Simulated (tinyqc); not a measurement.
# Convergence with the mesh in the empty well

In an empty well of width L and depth Vb, level k solves kw L/2 = (k - 1) pi/2 + arctan(sqrt((mw/mb)(Vb - E)/E)) with kw = sqrt(mw E/C), C = hbar^2/(2 m0). Mesh: N intervals across the well, hz = L/N, nodes at (i + 1/2) hz from an edge, mass (mw + mb)/2 on the interval that holds an interface, walls 3 L outside the edges; H_ii = C (1/m_(i-1/2) + 1/m_(i+1/2))/hz^2 + V_i, H_(i,i+1) = -C/(m_(i+1/2) hz^2). No field, no charge.

Parameters, values chosen for the exercise; material values those of a made-up well: mass along z in the well mw = 0.0676 m0; mass along z in the barriers mb = 0.0975 m0; barrier height Vb = 0.184 eV; well width L = 22 nm.

Constants: q = 1.602176634e-19 C, hbar = 1.054571817e-34 J s, m0 = 9.1093837015e-31 kg, hbar^2/(2 m0) = 0.0380998212 eV nm^2. Results are converted to the units shown.

The same in every row: exact E1 (meV) = 8.0986.

Convergence with the mesh in the empty well:
```
N	E1 on the mesh (meV)	error (%)
4	5.7689	-28.8
8	7.1994	-11.1
16	7.8303	-3.31
32	8.0278	-0.875
64	8.0807	-0.222
128	8.0941	-0.0557
```

The error goes from -29 % to -0.056 %; between N = 32 and 64 it shrinks by a factor of 3.9, the 4 of a second-order scheme.

Program tinyqc, `OMP_NUM_THREADS=1 python tinyqc.py 2140013 2140014 out.jsonl`; Intel Xeon 2.30GHz, shared host, one thread, about 0.2 s.
